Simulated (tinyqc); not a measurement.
Penn model of the dielectric constant and Phillips ionicity: one step. Homopolar and ionic parts. Three cases, with inputs chosen for the exercise.

Task: Split the gap; where Eg is below Eh or within 3 % of it, C is taken as zero.

Phillips: bond length d = sqrt(3) a/4; homopolar gap Eh = 39.74 d^(-2.48) eV (d in angstrom); Eg^2 = Eh^2 + C^2; ionicity fi = C^2/Eg^2.

Give: d; Eh; C; fi.

Case 1.

Values chosen (out of a larger set: near those of GaSb; not measured data): a = 6.096 angstrom (cubic lattice constant, 32 valence electrons a cell).

Penn gap Eg = 3.68486 eV

Result:

d = 2.6396 angstrom
Eh = 3.579 eV
C = 0.00 eV
fi = 0.000

Eg/Eh = 1.029: the bond is covalent within the accuracy of the rule, which is wrong for a compound; the filled d shells, left out here, raise Ep and with it Eg.

Case 2.

Values chosen (out of a larger set: near those of Ge; not measured data): a = 5.661 angstrom (cubic lattice constant, 32 valence electrons a cell).

Penn gap Eg = 3.83536 eV

Result:

d = 2.4513 angstrom
Eh = 4.301 eV
C = 0.00 eV
fi = 0.000

Eg/Eh = 0.892: the bond is covalent within the accuracy of the rule; for Ge the shortfall comes from the missing d-shell factor.

Case 3.

Values chosen (out of a larger set: near those of Ge; not measured data): a = 5.685 angstrom (cubic lattice constant, 32 valence electrons a cell).

Penn gap Eg = 3.85110 eV

Result:

d = 2.4617 angstrom
Eh = 4.256 eV
C = 0.00 eV
fi = 0.000

Eg/Eh = 0.905: the bond is covalent within the accuracy of the rule; for Ge the shortfall comes from the missing d-shell factor.

Computed by tinyqc, one run a case: `OMP_NUM_THREADS=1 python tinyqc.py N N+1 out.jsonl` with N = 1650457, 1650673, 1651518; one thread of a shared Intel(R) Xeon(R) Processor @ 2.30GHz, about 0.01 s a run at most.
